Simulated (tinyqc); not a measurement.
Long-channel MOSFET, surface-potential model: two steps of the calculation.

n-channel transistor on a uniformly doped p-type body, gradual-channel approximation, constant mobility, Boltzmann statistics, full ionisation. Potentials are counted from the neutral body; V is the electron quasi-Fermi potential, Vsb at the source and Vsb + Vds at the drain. Charges are magnitudes per area.

Values chosen for this exercise; material values close to those of silicon:
- T = 250 K (temperature)
- Eg = 1.12 eV (band gap)
- eps_r = 11.6 (relative permittivity of the semiconductor)
- Nc = 2.11e19 cm^-3 (conduction-band density of states at T)
- Nv = 2.02e19 cm^-3 (valence-band density of states at T)
- Na = 8.1e15 cm^-3 (acceptor density of the body)
- eox = 24.3 (relative permittivity of the gate insulator)
- tox = 21 nm (insulator thickness)
- Vfb = -0.67 V (flat-band voltage)
- mu = 110 cm^2/(V s) (channel mobility)
- W = 2 um (gate width)
- L = 1 um (gate length)
- Vsb = 0.5 V (source-body reverse bias)
- Vds = 0.8 V (drain-source voltage)

Constants: q = 1.602176634e-19 C, kB = 1.380649e-23 J/K, Vt = kB T/q, eps0 = 8.8541878128e-14 F/cm where lengths are in cm. Results are converted to the units shown.

Problem 1. Body potential, insulator capacitance and body factor. ni = sqrt(Nc Nv) exp(-Eg/(2 Vt)), Eg in volts; phiF = Vt ln(Na/ni); Cox = eps0 eox/tox; gamma = sqrt(2 q eps0 eps_r Na)/Cox. VT = Vfb + 2 phiF + gamma sqrt(2 phiF + Vsb), m = 1 + gamma/(2 sqrt(2 phiF + Vsb)).

Wanted: ni; phiF; Cox; gamma; VT; m.

Solution 1.

ni = 1.061e8 cm^-3
phiF = 0.3910 V
Cox = 1.025 uF/cm^2
gamma = 0.05039 V^0.5
VT = 0.1691 V
m = 1.022

Problem 2. Pao-Sah current by Simpson's rule. I = mu (W/L) integral of Qi dV; Simpson's rule on the 9 points, step Vds/8, weights 1, 4, 2, ..., 4, 1 times step/3.

Qi, Pao-Sah, point 0 to 8 (nC/cm^2): [0.51725942, 0.0051213862, 4.9384547e-5, 4.7608106e-7, 4.5895451e-9, 4.4244406e-11, 4.2652756e-13, 4.1118363e-15, 3.9639169e-17]

Give: Pao-Sah current.

Solution 2.

Pao-Sah current = 0.0039442 uA

Gauss-Legendre quadrature on many points gives 0.002485 uA, so this value is 59 % above it; the charge-sheet current, 0.002458 uA, is 1.1 % below it.

Computed by the program tinyqc: `OMP_NUM_THREADS=1 python tinyqc.py 2360087 2360088 out.jsonl`, one thread of a shared Intel Xeon 2.30GHz, about 0.04 s for the whole run.
